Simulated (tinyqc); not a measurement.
What each parameter does: six-band Luttinger-Kohn model with strain.

Six-band Luttinger-Kohn model in the basis |3/2,3/2>, |3/2,1/2>, |3/2,-1/2>, |3/2,-3/2>, |1/2,1/2>, |1/2,-1/2>, electron energies, zero at the top of the unstrained valence band. H = -[rows: (P+Q, -S, R, 0, -S/r2, r2 R); (-S*, P-Q, 0, R, -r2 Q, r32 S); (R*, 0, P-Q, S, r32 S*, r2 Q); (0, R*, S*, P+Q, -r2 R*, -S*/r2); (-S*/r2, -r2 Q, r32 S, -r2 R, P+Dso, 0); (r2 R*, r32 S*, r2 Q, -S/r2, 0, P+Dso)], r2 = sqrt(2), r32 = sqrt(3/2). Levels are twofold.

P = c g1 k^2 - av tr(e); Q = c g2 (kx^2 + ky^2 - 2 kz^2) - (b/2)(exx + eyy - 2 ezz); R = c sqrt3 [-g2 (kx^2 - ky^2) + 2i g3 kx ky] + (sqrt3/2) b (exx - eyy) - i d exy; S = 2 c sqrt3 g3 (kx - i ky) kz - d (exz - i eyz); c = hbar^2/2m0, e the strain tensor (not engineering shear).

s11 = (C11 + C12)/((C11 - C12)(C11 + 2 C12)), s12 = -C12/((C11 - C12)(C11 + 2 C12)), s44 = 1/C44; exx = s11 sxx + s12 (syy + szz) and cyclic, exy = s44 sxy/2; tension is positive. A uniaxial stress X along the unit vector n is s_ij = X n_i n_j.

Constants: hbar^2/2m0 = 3.80998211 eV angstrom^2.

Inputs chosen for the exercise (near those of InSb; not measured data):
- Dso = 0.809 eV (spin-orbit splitting)
- g1 = 34.83 (Luttinger gamma1)
- g2 = 15.51 (gamma2)
- g3 = 16.46 (gamma3)
- av = 0.36 eV (valence hydrostatic potential)
- b = -1.98 eV (tetragonal shear potential)
- d = -4.67 eV (trigonal shear potential)
- C11 = 68.8 GPa
- C12 = 37.2 GPa
- C44 = 31 GPa
- load = uniaxial [111] (kind of stress)
- X = 2.44 GPa (stress)

Edges at k = 0 under a uniaxial [111] stress X and the curvature mass of the top pair along [110] (step 0.0002 1/angstrom).

One parameter was then changed.

Results before and after:
```
case     top (eV)  second (eV)  third (eV)  mass (m0)
base       0.1122      -0.0693     -0.8336      0.054
changed    0.1347      -0.0753     -0.8463      0.054
```

Which of these changes was made? (a) X = 2.928 GPa; (b) C44 = 37.2 GPa; (c) g3 = 19.752; (d) b = -2.376 eV; (e) g1 = 41.796; (f) g2 = 18.612; (g) av = 0.432 eV.

Answer: (a) X = 2.928 GPa. Of the candidates, run in turn, only this one gives the changed row.

All candidates:
```
case            top (eV)  second (eV)  third (eV)  mass (m0)
base              0.1122      -0.0693     -0.8336      0.054
X = 2.928 GPa     0.1347      -0.0753     -0.8463      0.054
C44 = 37.2 GPa    0.0946      -0.0612     -0.8240      0.054
av = 0.432 eV     0.1135      -0.0681     -0.8323      0.054
g1 = 41.796       0.1122      -0.0693     -0.8336      0.039
b = -2.376 eV     0.1122      -0.0693     -0.8336      0.054
g3 = 19.752       0.1122      -0.0693     -0.8336      0.066
g2 = 18.612       0.1122      -0.0693     -0.8336      0.054
```

The Luttinger parameters multiply k^2 and cannot move the edges; av shifts all edges alike and leaves the mass.

tinyqc: `OMP_NUM_THREADS=1 python tinyqc.py 1080705 1080706 out.jsonl`; about 0.07 s, one thread, shared Intel(R) Xeon(R) Processor @ 2.30GHz.
